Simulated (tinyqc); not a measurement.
Inside a calculation. Method: exchange-only LDA atom on a uniform radial grid, spin-unpolarised, for He. Computed by tinyqc, a small Python program that keeps every step. Settings: Z = 2, points = 192, R = 10.8, functional = Slater exchange alone, mixing = 0.2, iteration cap = 89. Command: `OMP_NUM_THREADS=1 python tinyqc.py 23816 23817 out.jsonl` (the two numbers bound the seeds that draw the settings). One thread of a shared host (Intel(R) Xeon(R) Processor @ 2.60GHz), about 0.5 s of CPU time with the checks. Later iterations appear only in the table of the cycle.

## Iteration 1

Spherical atom on a uniform radial grid r_j = j h with h = R/(N + 1), h sum u^2 = 1 and integrals as h times sums, u(0) = u(R) = 0 (atomic units):
```
parameter            value
Z                        2
points N               192
R                10.800000
h                 0.055959
mixing            0.200000
electrons in 1s          2
```

Three-point differences turn -u''/2 + [l(l+1)/2r^2 - Z/r + V] u = e u into a tridiagonal matrix (diagonal 1/h^2 + potential, off-diagonal -1/2h^2). D = sum f u^2; the Hartree potential y/r solves y'' = -D/r with y(0) = 0, y(R) = N_e; v_xc comes from rho = D/(4 pi r^2); E = sum f e - int D V + int D (V_H/2 + eps_xc); V(new) = V + mixing (V_H + v_xc - V).

eigenvalues (hartree): 1s -1.99378

Every 12th grid point:
```
r            V in     u(1s)         D      V_H       v_xc
0.67150   0.00000   0.99134   1.96551  2.50184   -0.69191
1.34301   0.00000   0.51904   0.53881  1.46353   -0.28315
2.01451   0.00000   0.20382   0.08308  0.99120   -0.11587
2.68601   0.00000   0.07114   0.01012  0.74449   -0.04742
3.35751   0.00000   0.02328   0.00108  0.59567   -0.01941
4.02902   0.00000   0.00731   0.00011  0.49640   -0.00794
4.70052   0.00000   0.00223  9.98e-06  0.42548   -0.00325
5.37202   0.00000   0.00067  8.93e-07  0.37230   -0.00133
6.04352   0.00000   0.00020  7.75e-08  0.33093   -0.00054
6.71503   0.00000   0.00006  6.56e-09  0.29784   -0.00022
7.38653   0.00000  1.65e-05  5.44e-10  0.27076   -0.00009
8.05803   0.00000  4.71e-06  4.43e-11  0.24820  -3.73e-05
8.72953   0.00000  1.33e-06         0  0.22911  -1.53e-05
9.40104   0.00000  3.75e-07         0  0.21274    0.00000
10.07254  0.00000  9.89e-08         0  0.19856    0.00000
10.74404  0.00000  5.65e-09         0  0.18615    0.00000
```

total energy = -2.5605981 hartree

## Iteration 2

As before.

eigenvalues (hartree): 1s -1.64023

Every 12th grid point:
```
r            V in     u(1s)         D      V_H       v_xc
0.67150   0.36199   0.97715   1.90964  2.45254   -0.68529
1.34301   0.23608   0.54612   0.59649  1.45625   -0.29291
2.01451   0.17507   0.23296   0.10854  0.99035   -0.12667
2.68601   0.13942   0.08915   0.01590  0.74441   -0.05512
3.35751   0.11525   0.03218   0.00207  0.59566   -0.02408
4.02902   0.09769   0.01120   0.00025  0.49640   -0.01055
4.70052   0.08445   0.00380  2.89e-05  0.42548   -0.00463
5.37202   0.07419   0.00127  3.21e-06  0.37230   -0.00204
6.04352   0.06608   0.00042  3.47e-07  0.33093   -0.00090
6.71503   0.05952   0.00014  3.67e-08  0.29784   -0.00040
7.38653   0.05413  4.37e-05  3.82e-09  0.27076   -0.00017
8.05803   0.04963  1.40e-05  3.91e-10  0.24820   -0.00008
8.72953   0.04582  4.44e-06  3.95e-11  0.22911  -3.40e-05
9.40104   0.04255  1.40e-06         0  0.21274  -1.50e-05
10.07254  0.03971  4.07e-07         0  0.19856    0.00000
10.74404  0.03723  2.45e-08         0  0.18615    0.00000
```

total energy = -2.6174613 hartree

## Convergence

Stop when input and output potentials agree to 1e-7.

Course of the cycle (hartree):
```
iteration           E     e(1s)  largest |V(out) - V(in)|
1          -2.5605981  -1.99378                  2.44e+00
2          -2.6174613  -1.64023                  1.84e+00
3          -2.6546721  -1.37141                  1.39e+00
4          -2.6782896  -1.16717                  1.04e+00
5          -2.6928383  -1.01206                  7.78e-01
6          -2.7015508  -0.89426                  5.79e-01
7          -2.7066358  -0.80476                  4.30e-01
8          -2.7095375  -0.73673                  3.20e-01
9          -2.7111624  -0.68495                  2.38e-01
10         -2.7120588  -0.64548                  1.78e-01
11         -2.7125478  -0.61535                  1.34e-01
...               ...       ...                       ...
62         -2.7131249  -0.51401                  8.27e-07
63         -2.7131249  -0.51401                  6.59e-07
64         -2.7131249  -0.51401                  5.25e-07
65         -2.7131249  -0.51401                  4.19e-07
66         -2.7131249  -0.51401                  3.34e-07
67         -2.7131249  -0.51401                  2.66e-07
68         -2.7131249  -0.51401                  2.12e-07
69         -2.7131249  -0.51401                  1.69e-07
70         -2.7131249  -0.51401                  1.35e-07
71         -2.7131249  -0.51401                  1.07e-07
72         -2.7131249  -0.51401                  8.54e-08
```

Converged in 72 iterations. A uniform grid resolves the cusp poorly: for a bare nucleus this grid gives 1s at -1.99378 against -Z^2/2 = -2 hartree. Before convergence this energy mixes input and output and is not variational, so it may rise towards its limit.
